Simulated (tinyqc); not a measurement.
Dopant redistribution at a moving silicon-oxide interface during parabolic oxidation: one step, computed by the program tinyqc. Command: `OMP_NUM_THREADS=1 python tinyqc.py 3007311 3007312 out.jsonl segox walk`. One thread of a shared host (Intel(R) Xeon(R) Processor @ 2.30GHz), about 0.01 s of CPU time with the checks.

Uniformly doped silicon is oxidised with x_ox = sqrt(B t); the interface advances into the silicon by alpha x_ox, alpha = 0.44. The dopant does not move in the oxide, and at the interface C(silicon) = m C(oxide).

Question. Rates. D = D0 exp(-E/(k_B T)), converted with 1 cm^2/s = 3.6e11 um^2/h; B = B0 exp(-E_B/(k_B T)); s = alpha sqrt(B/(4 D)), the interface advance over 2 sqrt(D t). Temperatures in kelvin are T(C) + 273.15.

Inputs (values chosen for the exercise, modelled on boron in silicon under steam):
```
quantity                         value    unit
dopant prefactor D0              0.813  cm^2/s
dopant activation energy E        3.47      eV
oxidation prefactor B0             350  um^2/h
oxidation activation energy E_B  0.772      eV
temperature T                     1075       C
time t                               3       h
```

Constants: k_B = 8.617333262e-05 eV/K.

Give: D; B; s; oxide thickness; diffusion length 2 sqrt(D t).

Answer.

D = 0.03123 um^2/h

B = 0.4551 um^2/h

s = 0.8399

oxide thickness = 1.168 um

diffusion length 2 sqrt(D t) = 0.6121 um

Interface and diffusion move at similar speeds. Caution: parabolic growth needs an oxide much thicker than the Deal-Grove length A, which fails for thin films and low temperatures; oxidation-enhanced or retarded diffusion is ignored.
